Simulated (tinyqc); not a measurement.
Inside a calculation. Model: heavy doping: band filling, gap narrowing, band tails and the effective intrinsic density. Computed by tinyqc, a small Python program that keeps every step. Command: `OMP_NUM_THREADS=1 python tinyqc.py 3021767 3021768 out.jsonl gapnarrow walk`. One thread of a shared host (Intel(R) Xeon(R) Processor @ 2.30GHz), about 0.02 s of CPU time with the checks. Intermediate numbers are printed to about 6 digits and carried at full precision; extremes and crossings named in words are read from the listed rows.

An n-type crystal above its Mott density, with all dopants ionised: n = N_D - N_A, ionised centres N_I = N_D + N_A. Valleys are taken as spherical with mass m_e.

Inputs (values chosen for the exercise, for a model semiconductor): gap E_g = 1.01 eV; electron mass m_e = 0.248 m_0; valleys M_c = 6; hole mass m_h = 1.05 m_0; dielectric constant eps = 11.1; donor density N_D = 9.2e+19 cm^-3; compensation ratio N_A/N_D = 0.1; temperature T = 150 K.

Conduction band: parabolic.

Constants: a_0 = 0.529177210903 angstrom; Ry = 13.605693123 eV; k_B = 8.617333262e-05 eV/K; hbar^2/(2 m_0) = 3.80998212 eV angstrom^2; e = 1.602176634e-19 C; eps_0 = 8.8541878128e-12 F/m; e^2/(4 pi eps_0) = 14.39964548 eV angstrom.

## Scales

n = N_D (1 - ratio); Ry* = Ry m_e/eps^2, a* = a_0 eps/m_e; r_s = (3/(4 pi n))^(1/3)/a*; k_F = (3 pi^2 n/M_c)^(1/3); Mott density (0.26/a*)^3.

n = 8.28e+19 cm^-3

Ry* = 27.3859 meV

a* = 23.6849 angstrom

r_s = 0.600926

k_F = 0.0742050 1/angstrom

Mott density = 1.32283e+18 cm^-3

## Band filling

n = M_c (1/(2 pi^2)) (m_e/(hbar^2/2m_0))^(3/2) int sqrt(E) f dE, f = 1/(1 + exp((E - E_F)/k_B T)); trapezoid rule in t = sqrt(E/k_B T), step 0.02 up to 12; E_F by bisection from the band edge. At T = 0, E_F = (hbar^2/2m_0) k_F^2/m_e; dn/dE_F uses f (1 - f)/k_B T in place of f.

E_F above the band edge = 82.8996 meV

E_F at T = 0 = 84.5937 meV

E_F/k_B T = 6.41340

dn/dE_F = 1.43674e+21 cm^-3/eV

## Screening, narrowing and potential fluctuations

Screening: q^2 = (e/(eps eps_0)) dn/dE_F. Exchange lowers the conduction band by (1/pi) k_F e^2/(4 pi eps_0 eps) (T = 0 Hartree-Fock at k_F, taken as a rigid shift). Screening raises the valence band by (q/2) e^2/(4 pi eps_0 eps) (static Coulomb hole). The narrowing is the sum; electron correlation and carrier-ion shifts are left out. Root-mean-square potential of randomly placed ions: V_rms = (e^2/(4 pi eps_0 eps)) sqrt(2 pi N_I/q).

screening length 1/q = 6.53419 angstrom

exchange term = 30.6417 meV

Coulomb-hole term = 99.2675 meV

gap narrowing = 129.909 meV

V_rms = 83.6190 meV

V_rms is 1.01 of the larger of E_F and k_B T, so band tails matter. Caution: V_rms exceeds both E_F and k_B T, so band tails reshape the edge. Caution: the screening length is well below a*, where static Thomas-Fermi screening overstates the Coulomb hole.

## What optics and devices see

n p/n_i^2 = exp(narrowing/k_B T) x (n/N) exp(-E_F/k_B T), N being the limit of n exp(-E_F/k_B T) far below the edge (taken at E_F = -12 k_B T); apparent narrowing = k_B T ln(n p/n_i^2).

apparent narrowing = 79.7543 meV

log10(n p/n_i^2) = 2.67963

Degeneracy takes back 50.2 meV of the 129.9 meV of narrowing, and the minority density stays above its ideal value n_i^2/n.

## Filling against narrowing

The compensation ratio is held.

Against carrier density (energies in meV):
```
n (cm^-3)      E_F  narrowing  apparent narrowing    V_rms
8.30e+18     8.684     69.702             64.0306   35.417
1.70e+19    23.700     87.810             76.3900   45.206
3.30e+19    42.391    105.063             83.5259   57.901
5.80e+19    64.514    120.049             83.6774   72.369
8.30e+19    83.039    129.978             79.7148   83.701
1.30e+20   113.045    143.193             68.7236  100.647
2.10e+20   156.442    158.638             46.9707  122.740
3.30e+20   211.998    174.741             13.3608  148.078
```

Narrowing grows with exponent 0.21 between the last rows (exchange goes as n^(1/3), the Coulomb hole as n^(1/6) in a degenerate parabolic band) and E_F with 0.67 (2/3 for a parabolic band at T = 0). The apparent narrowing peaks at 83.7 meV near 5.8e19 cm^-3 and then falls, as E_F grows faster than the narrowing. In rows with E_F below 2 k_B T the T = 0 exchange term is overstated. Where V_rms is above half of E_F, band tails blur the edge by more than small net shifts.

Checks made by the program: E_F at low temperature against the T = 0 value (relative difference 2e-04).
